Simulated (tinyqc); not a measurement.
# Floating body of a partially depleted SOI transistor: body voltage and kink: what changes with what

Source at 0 V. Channel current Ic = 2 nf K Vt^2 [F(0) - F(Vd)](1 + la Vd), F(V) = ln^2(1 + exp((Vg - VT - nf V)/(2 nf Vt))), VT = VT0 - gb Vb. Saturation voltage Vs = 2 Vt sqrt(F(0)) + 3 Vt, excess Ve = (Vd - Vs + sqrt((Vd - Vs)^2 + 0.0004 V^2))/2, multiplication M1 = Ai Ve exp(-Bl/Ve). Each junction passes D(v) = J1 (exp(v/Vt) - 1) + J2 (exp(v/(2 Vt)) - 1). Bipolar current Ib = bb J1 (exp(Vb/Vt) - 1). The body settles where M1 (Ic + Ib) = D(Vb) + D(Vb - Vd) + Vb/Rb; drain current Id = (1 + M1)(Ic + Ib) - D(Vb - Vd).

Parameters, values chosen for the exercise; values of the order met in partially depleted silicon-on-insulator transistors: temperature T = 358 K; threshold at zero body voltage VT0 = 0.43 V; fall of the threshold per volt of body voltage gb = 0.21; slope factor nf = 1.24; gain factor per width K = 240 uA/(V^2 um); channel-length modulation factor la = 0.05 1/V; impact-ionisation prefactor Ai = 3.07 1/V; impact-ionisation voltage Bl = 6.3 V; diffusion saturation current of each junction J1 = 2.5e-11 uA/um; recombination saturation current of each junction J2 = 1.3e-7 uA/um; gain of the lateral bipolar transistor on the diffusion current bb = 0.5; resistance of a weak body tie to the source (1e9 stands for no tie, and the term is then dropped) Rb = 1e9 kohm um; gate voltage Vg = 0.63 V; drain voltage Vd = 2.2 V.

Constants: q = 1.602176634e-19 C, kB = 1.380649e-23 J/K, Vt = kB T/q. Results are converted to the units shown.

Each table varies one quantity; the others keep the values above.

## Output curve and kink

Rows with more than one solution for Vb (latch) are left out; dId/dVd by a forward difference over 1e-4 V, swing = 1e-4 V over the change of log10 Id; M1 under 1e-12 is printed as 0.

Result of one run:
```
Vd (V)	Vb (V)	M1	Id, floating (uA/um)	Id, grounded (uA/um)	ratio	dId/dVd, floating (uS/um)	dId/dVd, grounded (uS/um)
1.6	0.7129	0.02195	13.26	4.576	2.898	5.274	0.9167
```

What becomes of these results when the drain voltage Vd is changed from 1.6 to 1 V, all else the same?

Result of the changed run:
```
Vd (V)	Vb (V)	M1	Id, floating (uA/um)	Id, grounded (uA/um)	ratio	dId/dVd, floating (uS/um)	dId/dVd, grounded (uS/um)
1	0.5277	1.357e-4	9.900	4.289	2.308	8.769	0.2299
```

The whole series:
```
Vd (V)	Vb (V)	M1	Id, floating (uA/um)	Id, grounded (uA/um)	ratio	dId/dVd, floating (uS/um)	dId/dVd, grounded (uS/um)
0.8	0.3297	3.783e-6	7.418	4.246	1.747	16.09	0.2056
1	0.5277	1.357e-4	9.900	4.289	2.308	8.769	0.2299
1.2	0.6195	0.001434	11.27	4.344	2.594	5.554	0.3321
1.4	0.6746	0.007039	12.28	4.430	2.771	4.762	0.5582
1.6	0.7129	0.02195	13.26	4.576	2.898	5.274	0.9167
1.8	0.7416	0.05161	14.46	4.805	3.009	6.869	1.388
2	0.7643	0.1006	16.08	5.137	3.130	9.525	1.944
2.2	0.7832	0.1724	18.35	5.586	3.284	13.38	2.555
```

Vb rises from 0.330 to 0.783 V and the ratio of the currents rises from 1.75 to 3.28. The output conductance with a floating body exceeds the grounded value by the largest factor among the rows, 78.2, at Vd = 0.8 V, where Vb = 0.330 V and M1 = 3.78e-6.

## Transfer curve and swing

Same model as above.

Results:
```
Vg (V)	Vb (V)	M1	Id, floating (uA/um)	Id, grounded (uA/um)	ratio	swing, floating (mV/decade)	swing, grounded (mV/decade)
-0.02	0.2367	0.3254	2.382e-5	6.599e-6	3.610	60.23	89.98
0.08	0.4533	0.3242	0.001069	8.779e-5	12.18	63.34	88.68
0.18	0.5908	0.3189	0.02921	0.001164	25.09	77.46	89.80
0.28	0.6765	0.3017	0.3923	0.01440	27.23	105.4	94.19
0.48	0.7598	0.2288	6.828	0.9301	7.342	266.4	145.8
0.58	0.7773	0.1903	13.95	3.445	4.050	388.6	216.2
0.68	0.7878	0.1555	23.24	8.335	2.788	521.5	315.1
0.78	0.7941	0.1250	34.40	15.56	2.211	657.8	430.5
```

Estimate the missing row, Vg = 0.38 V.

Computed row:
```
Vg (V)	Vb (V)	M1	Id, floating (uA/um)	Id, grounded (uA/um)	ratio	swing, floating (mV/decade)	swing, grounded (mV/decade)
0.38	0.7296	0.2686	2.287	0.1445	15.82	167.4	108.5
```

With this row back in the table: Vb rises from 0.237 to 0.794 V. The smallest swing among the rows is 60.2 mV a decade with a floating body (at Vg = -0.02 V) and 88.7 with a grounded one; Vt ln 10 = 71.0. The floating swing is smaller by more than 3 % for Vg = -0.02, 0.08, 0.18 V, where the rising Vb lowers the threshold as Vg rises. In the first row the floating body raises the current by a factor of 3.61.

Range of the model: The multiplication law is an empirical form chosen for the exercise; self-heating and capacitive coupling to the body are left out, and the linear laws are rough once Vb passes about 0.7 V or M1 about 0.1.

Program tinyqc, `OMP_NUM_THREADS=1 python tinyqc.py 2182019 2182020 out.jsonl`; Intel Xeon 2.30GHz, shared host, one thread, about 0.2 s.
